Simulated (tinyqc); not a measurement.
Classical Heisenberg spin chain: exact results, Metropolis, heat-bath and over-relaxation steps, and a Monte Carlo run: one step, computed by the program tinyqc.

E = -J sum_i s_i . s_(i+1) for unit vectors s_i on an open chain; K = J/(k_B T).

Problem. Four single-spin steps. The given spins are first normalised. Spins 2 and 3 are updated in turn, with h = K (sum of the two neighbours). Trial spin with z = 2 r1 - 1 and azimuth 2 pi r2; it is accepted if r3 < min(1, exp(h . s_trial - h . s_old)).

Inputs (values chosen for the exercise, for a model chain of large moments): temperature T = 363 K.

Update: Metropolis.

four neighbouring spins (rows; components x, y, z):
```
,1,2,3
1,-0.9039,-0.3036,0.3013
2,0.8298,0.5493,-0.0982
3,0.0085,0.9472,0.3206
4,-0.6486,-0.4879,-0.5842
```

random numbers, one row a step:
```
,1,2,3
1,0.9617,0.5312,0.2018
2,0.8449,0.0046,0.8509
3,0.4238,0.1347,0.3662
4,0.9145,0.8706,0.6244
```

K = -0.6713358

Give: the table «Steps» with the columns |h|, h . s before, h . s trial, acceptance, accepted, x, y, z.

Solution.

Steps:
```
spin,|h|,h . s before,h . s trial,acceptance,accepted,x,y,z
2,0.8499,0.3025,-0.5795,0.414,yes,-0.3765,-0.0748,0.9234
3,0.8174,0.2906,0.3489,1.000,yes,0.7237,0.0209,0.6898
2,0.7024,-0.6741,0.3211,1.000,yes,0.6550,0.7401,-0.1524
3,0.5227,0.3345,0.4771,1.000,yes,0.3844,-0.4062,0.8290
```
